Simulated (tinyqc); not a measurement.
What each parameter does: round or elliptic silicon nanowire with anisotropic valleys (Ritz method).

Wire along x = [110] on a (001) wafer, y = [-110], z = [001]. Valley groups (w = inverse masses): A, two valleys along z: w_y = 1/mt, w_z = 1/ml, m_x = mt; B, four valleys in the wafer plane: w_y = (1/ml + 1/mt)/2, w_z = 1/mt, m_x = (ml + mt)/2.

Hard wall on the ellipse (y/a)^2 + (z/b)^2 = 1, c = hbar^2/2m0. With u = y/a, v = z/b the operator is -c [(w_y/a^2) d2/du2 + (w_z/b^2) d2/dv2] on the unit disc. Basis (1 - u^2 - v^2) u^i v^j; S, X and Y are the disc integrals of f f', (df/du)(df'/du) and (df/dv)(df'/dv), from the integral of u^p v^q = 2 Gamma((p+1)/2) Gamma((q+1)/2)/((p + q + 2) Gamma((p+q+2)/2)) for even p, q; H = c (w_y X/a^2 + w_z Y/b^2).

Converged values use 21 functions of each parity class (e or o in u, then in v).

Constants: hbar^2/2m0 = 3.80998211 eV angstrom^2.

Values chosen for the exercise (near those of a Si nanowire; the results hold for these values, not for the real material):
- ml = 0.933 m0 (longitudinal mass)
- mt = 0.193 m0 (transverse mass)
- a = 29 angstrom (semi-axis along y)
- b = 30 angstrom (semi-axis along z)

Lowest level of groups A and B.

Results for these values:
```
case,A (eV),B (eV),B - A (meV)
base,0.0795,0.1042,24.8
```

What happens to each result for mt = 0.212 m0, all else kept?

Answer: A falls from 0.0795 to 0.0737; B falls from 0.1042 to 0.0955; B - A falls from 24.8 to 21.9.

The same for each parameter in turn:
```
case,A (eV),B (eV),B - A (meV)
base,0.0795,0.1042,24.8
a = 32 angstrom,0.0679,0.0968,28.9
b = 33 angstrom,0.0769,0.0933,16.4
ml = 1.045 m0,0.0779,0.1035,25.6
mt = 0.212 m0,0.0737,0.0955,21.9
```

Program tinyqc; command `OMP_NUM_THREADS=1 python tinyqc.py 1250168 1250169 out.jsonl`; about 0.04 s on one thread of a shared Intel(R) Xeon(R) Processor @ 2.30GHz.
